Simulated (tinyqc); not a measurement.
Thin film modes against wave vector: bulk, surface, particle and sheet plasmons.

Zero temperature, parabolic band: kF = (3 pi^2 n)^(1/3), EF = c kF^2/m, Ep^2 = 8 pi c e2 n/(m eb), qTF^2 = 6 pi e2 n/(eb EF), c = hbar^2/2m0, e2 = e^2/(4 pi eps0), n in 1/angstrom^3 (1e-24 per 1/cm^3).

Constants: hbar^2/2m0 = 3.80998211 eV angstrom^2; e^2/(4 pi eps0) = 14.39964547 eV angstrom.

Inputs chosen for the exercise (mass and background constant near those of InAs; polar phonons, which mix with the plasmon in the real crystal, and the rise of the mass with filling are left out; the results hold for these values, not for the real material):
- n = 7.9e+18 1/cm^3 (electron density)
- m = 0.0262 m0 (mass)
- eb = 12.3 (background dielectric constant)
- ed = 2.1 (dielectric constant of the surroundings)
- d = 50 angstrom (film thickness)

Drude medium eps = eb (1 - Ep^2/E^2), no retardation. A film of thickness d has modes eps = -ed coth(q d/2) (lower) and eps = -ed tanh(q d/2) (upper); a sheet with ns = n d has E^2 = 4 pi c e2 ns q/(m ed). One surface: eps = -ed; small sphere: eps = -2 ed.

Modes (meV):
```
q d    q (1/angstrom)  lower  upper  sheet
0.020        0.000400  43.25  183.7  44.49
0.050         0.00100  65.70  183.5  70.35
0.10          0.00200  87.47  183.1  99.49
0.20          0.00400  111.6  182.3  140.7
0.50           0.0100  141.1  180.1  222.5
1.0            0.0200  157.1  177.0  314.6
2.0            0.0400  166.2  173.0  444.9
4.0            0.0800  169.5  170.4  629.3
8.0             0.160  169.9  169.9  889.9
```

bulk, surface, sphere (meV): 183.9  169.9  158.7

At small q d the lower mode tends to the sheet law sqrt(q) (within 5 % up to q d = 0.02 of the values listed) and the upper one starts near the bulk value. At q d = 8 the two are 0.017 meV apart around the surface value 169.9 meV. Retardation, left out here, matters where q is below about three times sqrt(ed) E/(hbar c), hbar c = 1973.27 eV angstrom: that holds for 0 of the rows (from the top) for the lower mode and 1 for the upper one. From q d = 2 on q exceeds half of kF = 0.0616 1/angstrom, where a local dielectric function has failed; it does so earlier, once hbar vF q nears the mode energy. The film is thinner than half a Fermi wavelength, pi/kF, so a real one would be quantised.

Program tinyqc; command `OMP_NUM_THREADS=1 python tinyqc.py 1650219 1650220 out.jsonl`; about 0.01 s on one thread of a shared Intel(R) Xeon(R) Processor @ 2.30GHz.
